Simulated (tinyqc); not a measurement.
Shallow acceptor in the spherical four-band model: sweeps and comparisons. A value that a table varies takes the place of the one given here.

The ground state 1S3/2 has an L = 0 part f(r) and an L = 2 part g(r). In units of Ry* and a*, with Gaussians f_i = exp(-a_i r^2), g_i = r^2 exp(-a_i r^2), A = a_i + a_j and I(n) = Gamma((n + 1)/2)/(2 A^((n + 1)/2)): S_ff = I(2), S_gg = I(6), H_ff = (6 a_i a_j/A) I(2) - 2 I(1), H_gg = (14 a_i a_j/A) I(6) - 2 I(5), H_fg = -mu [15 I(2) - 20 a_j I(4) + 4 a_j^2 I(6)]; each function is then normalised. The split-off band is left out.

Converged values use 22 exponents 2.2^i, i = -7 to 14, for f and for g.

Units Ry* = Ry/(g1 eps^2) and a* = a0 eps g1; mu = (6 g3 + 4 g2)/(5 g1) is the spherical heavy-light coupling and delta = (g3 - g2)/g1 the cubic term, which is left out.

Constants: Ry = 13.60569312 eV; a0 (Bohr radius) = 0.5291772105 angstrom.

Inputs chosen for the exercise (near those of a shallow acceptor in Si, where the small spin-orbit splitting and strong warping make this model rough; shifted at random, so the results belong to these values and not to a real crystal): mus = (0.17, 0.31, 0.52, 0.65, 0.77, 0.86, 0.91) (couplings); rc = 2 angstrom (radius of the central cell); Vs = (3, 1, 0, -1, -2, -3, -4) eV (central-cell strengths); g1 = 4.26 (Luttinger gamma1); g2 = 0.34 (gamma2); g3 = 1.43 (gamma3); eps = 11.5 (dielectric constant).

## Strength of the heavy-light coupling

Ry* = 24.1499 meV

Converged values in Ry* and a*; the heavy-mass hydrogen model gives 1/(1 - mu).

Results:
```
mu    binding (Ry*)  1/(1 - mu)  ratio  L = 2 weight  <r> (a*)  binding (meV)
0.17          1.027       1.205  0.852         0.012     1.467           24.8
0.31          1.095       1.449  0.756         0.041     1.389           26.5
0.52          1.332       2.083  0.639         0.119     1.174           32.2
0.65          1.653       2.857  0.579         0.190     0.970           39.9
0.77          2.296       4.348  0.528         0.274     0.720           55.4
0.86          3.517       7.143  0.492         0.350     0.484           84.9
0.91          5.255      11.111  0.473         0.398     0.331          126.9
```

The binding starts as 1 + O(mu^2), 1.027 at mu = 0.17, since the coupling enters in second order, and reaches 5.25 at mu = 0.91. The ratio to the heavy-mass model falls from 0.85 to 0.47, towards about 0.44 as mu goes to 1: the bound hole is only partly heavy. The L = 2 weight grows to 0.40 and the radius shrinks by a factor 4.4.

## Central-cell correction

mu = 0.46667
a* = 25.924 angstrom

A short-range term V exp(-r^2/rc^2) is added (negative: attracts the hole); its elements are V S (A/(A + 1/rc^2))^(3/2) for f and ^(7/2) for g, in the same units.

Results:
```
V (eV)  1S binding (meV)  2S binding (meV)  <r> (angstrom)  L = 2 weight
3.0                 27.5              7.87            35.3         0.093
1.0                 29.0              8.08            33.4         0.094
0.0                 30.2              8.23            32.2         0.095
-1.0                31.8              8.43            30.6         0.097
-2.0                34.2              8.70            28.5         0.098
-3.0                38.0              9.10            25.8         0.101
-4.0                44.4              9.70            22.3         0.104
```

From V = 0 to -4 eV the 1S binding grows by 14.3 meV (47 %) and the 2S binding by 1.48 meV, so the chemical shift sits mainly in the ground state. A repulsion of 3 eV removes 2.7 meV. The slope is 6.46 meV per eV over the last step against 0.91 on the repulsive side, since attraction pulls the state into the cell: the route from a shallow to a deep level.

## What each parameter does

Converged values. Each row changes one parameter from the base and keeps the others.

Results:
```
case           mu  Ry* (meV)  binding (meV)  <r> (angstrom)
base        0.467      24.15          30.17            32.2
g1 = 4.6    0.432      22.36          26.97            35.8
g2 = 0.29   0.457      24.15          29.87            32.5
g3 = 1.32   0.436      24.15          29.22            33.1
eps = 10.6  0.467      28.42          35.52            29.7
```

The largest shifts from the base row, up to three for each result and ties (the steps differ in size, so this ranks the rows, not the parameters). mu: g1 -0.034, g3 -0.031, g2 -0.009; unchanged at the printed digits by eps. Ry* (meV): eps +4.28, g1 -1.78; unchanged at the printed digits by g2 and g3. binding (meV): eps +5.34, g1 -3.20, g3 -0.95. <r> (angstrom): g1 +3.6, eps -2.5, g3 +0.9. g1 acts twice: it lowers Ry* and it lowers mu.

Program tinyqc; command `OMP_NUM_THREADS=1 python tinyqc.py 1252306 1252307 out.jsonl`; about 0.03 s on one thread of a shared Intel(R) Xeon(R) Processor @ 2.30GHz.
